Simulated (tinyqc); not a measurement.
Inside a calculation. Model: hot electrons in a saturated n-channel MOSFET, lucky-electron model.

tinyqc, about 0.01 s, one thread, Intel Xeon 2.30GHz (shared host): `OMP_NUM_THREADS=1 python tinyqc.py 2550149 2550150 out.jsonl` Printed values are rounded.

Beyond pinch-off the lateral field grows as Esat cosh(y/l) over the velocity-saturated region (pseudo-two-dimensional model). Impact ionisation in this region gives the substrate current, which biases the body forward through Rsub. Currents are per width. Local-field laws: they overstate ionisation when the field peak is narrower than an energy relaxation length.

Parameters, values chosen for the exercise; values close to those of silicon n-channel devices:
```
symbol   value        unit                                   meaning
L         0.35          um                            channel length
tox        7.7          nm                           oxide thickness
xj         140          nm                            junction depth
VT        0.76           V                                 threshold
mu         250  cm^2/(V s)                        effective mobility
vs       9.5e6        cm/s                       saturation velocity
Ai         2e6        1/cm                      ionisation prefactor
Bi        1.64       MV/cm                          ionisation field
Rd           0      ohm um     resistance of the lightly doped drain
Rsub      4100      ohm um                      substrate resistance
kb         0.4              fall of VT per volt of forward body bias
lm         9.6          nm               hot-electron mean free path
pb         3.2           V                             oxide barrier
Cg      0.0034                         prefactor of the gate current
m          2.9                                     lifetime exponent
Hl        9800     s uA/um                         lifetime constant
Vd         2.4           V                             drain voltage
Vg         1.6           V                              gate voltage
```

Constants: eps0 = 8.8541878128e-14 F/cm where lengths are in cm. Results are converted to the units shown.

## Length and field scales

Cox = 3.9 eps0/tox, l = sqrt(3 tox xj), Esat = 2 vs/mu.

Cox = 0.448459 uF/cm^2
l = 56.8683 nm
Esat = 0.076 MV/cm
Esat L = 2.66 V

## Iteration 1: body bias from the substrate current

Vb at the start = 0 V

Cox = 3.9 eps0/tox. Overdrive g = Vg - VT + kb Vb; Vdsat = g Esat L/(g + Esat L); Id = Cox vs (g - Vdsat); dV = Vd - Id Rd - Vdsat; Em = sqrt((dV/l)^2 + Esat^2); Isub = Id (Ai/Bi) l Em exp(-Bi/Em). Vb(new) = Rsub Isub.

Vdsat = 0.6384 V
Id = 85.8888 uA/um
dV = 1.76160 V
Em = 0.318955 MV/cm
Isub = 1.11090 uA/um
Vb after iteration 1 = 0.00455468 V

## Iteration 2: body bias from the substrate current

As before.

Vdsat = 0.639452 V
Id = 86.2169 uA/um
dV = 1.76055 V
Em = 0.318776 MV/cm
Isub = 1.11129 uA/um
Vb after iteration 2 = 0.00455628 V

## Course of the iteration: body bias from the substrate current

Stop when Vb changes by less than 1e-9 V, or after 60 iterations.

Course of the iteration:
```
iteration      Vb (V)  |change| (V)
1          0.00455468       4.55e-3
2          0.00455628       1.60e-6
3          0.00455629      5.58e-10
```

Converged in 3 iterations. The change falls from 0.0046 in the first iteration to below the tolerance in the last.

## Gate current, lifetime and channel shortening

Id = 86.2171 uA/um
dV = 1.76055 V
Em = 0.318776 MV/cm
Isub = 1.11129 uA/um

Ig = Cg Id exp(-pb/(lm Em)); lifetime tau = (Hl/Id)(Isub/Id)^(-m); length of the saturated region dL = l ln[(dV/l + Em)/Esat]. 1 year = 3.15576e7 s.

Isub/Id = 0.0128894
Ig = 8.42940 pA/um
tau = 1.08856 years
dL = 120.127 nm

The lifetime misses ten years. Integrating Ai exp(-Bi/E) over the cosh profile gives Isub/Id = 0.0115, so the closed form is 12 % above it.
